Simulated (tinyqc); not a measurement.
Worked calculation: tight binding, dimerised chain. One step of it, computed by the program tinyqc.

Question. Open chain of 4 cells. The same hoppings without the wrap-around bond.

H of the open chain (eV), lower triangle:
```
           1          2          3          4          5          6          7          8
1   0.950000
2  -0.890000  -0.950000
3   0.000000  -1.640000   0.950000
4   0.000000   0.000000  -0.890000  -0.950000
5   0.000000   0.000000   0.000000  -1.640000   0.950000
6   0.000000   0.000000   0.000000   0.000000  -0.890000  -0.950000
7   0.000000   0.000000   0.000000   0.000000   0.000000  -1.640000   0.950000
8   0.000000   0.000000   0.000000   0.000000   0.000000   0.000000  -0.890000  -0.950000
```

Give: levels; weights of the highest filled level on the sites.

Answer.

levels (eV): -2.5638  -2.1739  -1.6234  -0.9555  0.9555  1.6234  2.1739  2.5638

weights of the highest filled level on the sites: 0.0021  0.0096  0.0006  0.0543  0.0002  0.2080  0.0000  0.7253

The bulk gap runs from -1.2104 to 1.2104 eV; 2 level(s) of this chain lie inside it: end states, which need the weaker bond inside the cell and a chain longer than their decay length.
